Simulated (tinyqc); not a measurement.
Size effects in the resistivity of thin metal films and interconnect lines: one step, computed by the program tinyqc. Command: `OMP_NUM_THREADS=1 python tinyqc.py 3009726 3009727 out.jsonl size walk`. One thread of a shared host (Intel(R) Xeon(R) Processor @ 2.30GHz), about 0.01 s of CPU time with the checks.

Electrons lose their drift at surfaces (a share 1 - p of the hits) and at grain boundaries (reflection R), besides bulk scattering. The line sits in a trench with a non-conducting liner on both walls and the bottom; the spacing equals the drawn width.

Question. Surfaces. Fuchs-Sondheimer film: rho_b/rho = 1 - (3/(2 kappa))(1 - p) int_0^1 (s - s^3)(1 - exp(-kappa/s))/(1 - p exp(-kappa/s)) ds, f = rho/rho_b, kappa = thickness/lambda, 80 Gauss-Legendre points. Line: the excess of a film of thickness w_m and of a film of thickness h_m are added, rho/rho_b = 1 + (f(w_m) - 1) + (f(h_m) - 1), an estimate that holds best when both sides exceed lambda.

Inputs (values chosen for the exercise, modelled on ruthenium): bulk mean free path lambda = 6.34 nm; specularity p = 0.56.

Geometry: line.

metal width w_m = 53 nm

metal height h_m = 118.3 nm

Give: kappa = w_m/lambda; f(w_m); f(h_m); rho/rho_b from surfaces.

Answer.

kappa = w_m/lambda = 8.360

f(w_m) = 1.020

f(h_m) = 1.009

rho/rho_b from surfaces = 1.029
